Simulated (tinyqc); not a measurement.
Ways to reach the isolated limit: finite-size error of a charged defect in a periodic cell: Madelung and Makov-Payne terms. Computed by tinyqc, a small Python program. Command: `OMP_NUM_THREADS=1 python tinyqc.py 3002167 3002168 out.jsonl imagecharge walk`. One thread of a shared host (Intel(R) Xeon(R) Processor @ 2.30GHz), about 0.03 s of CPU time with the checks.

L is the cube root of the cell volume. The defect charge is a Gaussian, rho(r) = q (2 pi sigma^2)^(-3/2) exp(-r^2/2 sigma^2), repeated periodically in a uniform neutralising background and screened by a continuum. The model cell energy is E(L) = E_0 + [periodic - isolated electrostatic energy].

Inputs (values chosen for the exercise, with screening close to that of GaAs): charge q = -1 e; cell length L = 10.9 angstrom; dielectric constant eps = 12.8; axis ratio c/a = 1.65; width sigma of the defect charge = 1.1 angstrom; formation energy of the isolated defect E_0 = 3.702 eV.

Supercell lattice: tetragonal. Screening: isotropic.

scatter added to the six cells, standing for numerical noise (meV): [8, -6.2, 3.4, -13, 3.2, -1.1]

Constants: e^2/(4 pi eps_0) = 14.39964548 eV angstrom.

Method:
- Cell vectors: (1,0,0), (0,1,0), (0,0,c/a), scaled to volume L^3.
- Ewald sum for a unit point charge: scale each Cartesian component of the cell by 1/sqrt(eps_i), giving R', G' and V'; E = [ (1/2) sum erfc(eta R')/R' + (2 pi/V') sum exp(-G'^2/4 eta^2)/G'^2 - eta/sqrt(pi) - pi/(2 V' eta^2) ] e^2/(4 pi eps_0) / sqrt(eps_x eps_y eps_z), over n_i = -6..6, omitting n = (0,0,0), eta = 2/V'^(1/3). alpha = -2 E eps_g L/(e^2/(4 pi eps_0)), eps_g = (eps_x eps_y eps_z)^(1/3).
- Periodic energy of the Gaussian: (2 pi q^2/V) sum_(G != 0) exp(-sigma^2 G^2)/(G.eps.G) x e^2/(4 pi eps_0), n_i = -k..k with k = max(9, L/sigma rounded up). Isolated energy: q^2/(2 sqrt(pi) sigma) <1/(n.eps.n)> e^2/(4 pi eps_0), the mean over directions n, here 1/eps.
- Cells of the same shape with L scaled by 0.7, 0.85, 1, 1.25, 1.5 and 2; the scatter is added to E(L).
- The point-charge correction scales as 1/L from its value at the input L.
- Least-squares fits of E(L) to a + b/L, a + c/L^3 or a + b/L + c/L^3; the estimate is a, and errors are against E_0.

Scaling data:
```
L (angstrom)  1/L (1/angstrom)  E(L) (eV)  E(L) + point-charge correction (eV)
7.630                 0.131062    3.54002                              3.72924
9.265                 0.107933    3.55073                              3.70655
10.900                0.091743    3.57955                              3.71200
13.625                0.073394    3.58642                              3.69238
16.350                0.061162    3.61885                              3.70716
21.800                0.045872    3.63550                              3.70173
```

point-charge correction -q^2 E = 0.132455 eV

nearest image = 9.22427 angstrom

Estimates of E_0:
```
way                              estimate (eV)  error (meV)
largest cell, uncorrected               3.6355       -66.50
largest cell, point-charge term         3.7017        -0.27
1/L fit, three smallest                 3.6635       -38.50
1/L fit, all six                        3.6836       -18.36
1/L^3 fit, all six                      3.6197       -82.34
1/L and 1/L^3, three smallest           3.9432       241.23
1/L and 1/L^3, all six                  3.7169        14.94
corrected data, 1/L^3 fit               3.6977        -4.26
```

coefficient b of the full fit = -1.7987 eV angstrom

What follows from these numbers?

Best here: largest cell, point-charge term (-0.3 meV); worst: 1/L and 1/L^3, three smallest (+241 meV). The fitted b is 124.6 % of the Madelung value -q^2 alpha e^2/(8 pi eps_0 eps_g).

Extremes, crossings and ranges named in words are read from the listed rows.
